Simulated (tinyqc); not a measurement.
Mass anisotropy: shallow donor in an anisotropic valley (effective-mass theory).

One valley: H = -c [(d2/dx2 + d2/dy2)/mt + (d2/dz2)/ml] - q/(eps r), c = hbar^2/2m0, q = e^2/(4 pi eps0). Trial function exp(-sqrt((x^2 + y^2)/a^2 + z^2/b^2)) with a > b: T = (c/3)(2/(mt a^2) + 1/(ml b^2)), V = -(q/eps) atan(u/b)/u, u = sqrt(a^2 - b^2). The central cell of the impurity is left out.

Constants: hbar^2/2m0 = 3.80998211 eV angstrom^2; e^2/(4 pi eps0) = 14.39964547 eV angstrom; Ry = 13.60569312 eV; a0 (Bohr radius) = 0.5291772105 angstrom.

Values chosen for the exercise (out of a larger set: near those of AlAs; not measured data):
```
symbol  value                                  unit  meaning
mt      0.195                                  m0    transverse mass
eps     10                                           dielectric constant
xs      (1.3, 1.8, 3.7, 6.2, 10, 18, 43, 250)        ratios ml/mt
```

mt and eps fixed, ml varied. Energies in units of Ry*(mt) = Ry mt/eps^2 and lengths in a*(mt) = a0 eps/mt; the last two columns use one mass, 3/(1/ml + 2/mt) or (ml mt^2)^(1/3).

Results:
```
ml/mt   a/a*    b/a  binding  conductivity mass  density-of-states mass
1.30   0.947  0.911    1.089              1.083                   1.091
1.80   0.888  0.811    1.203              1.174                   1.216
3.70   0.781  0.630    1.467              1.321                   1.547
10.0   0.674  0.446    1.839              1.429                   2.154
18.0   0.627  0.364    2.052              1.459                   2.621
43.0   0.574  0.270    2.349              1.483                   3.503
250    0.506  0.149    2.843              1.497                   6.300
```

Give the missing row, ml/mt = 6.20.

Computed row:
```
ml/mt   a/a*    b/a  binding  conductivity mass  density-of-states mass
6.20   0.720  0.526    1.660              1.388                   1.837
```

The binding grows from 1.09 to 2.84 Ry*(mt); for ml going to infinity the exact problem becomes two-dimensional, with 4 Ry*. The conductivity mass saturates at 1.5 and underbinds, by 16 % at ml/mt = 6.2; the density-of-states mass errs by +11 % there and by +122 % in the last row. With these mt and eps one unit is 26.53 meV.

Run: tinyqc, `OMP_NUM_THREADS=1 python tinyqc.py 1250704 1250705 out.jsonl`; Intel(R) Xeon(R) Processor @ 2.30GHz, one thread, shared host; about 0.01 s of CPU time with all checks.
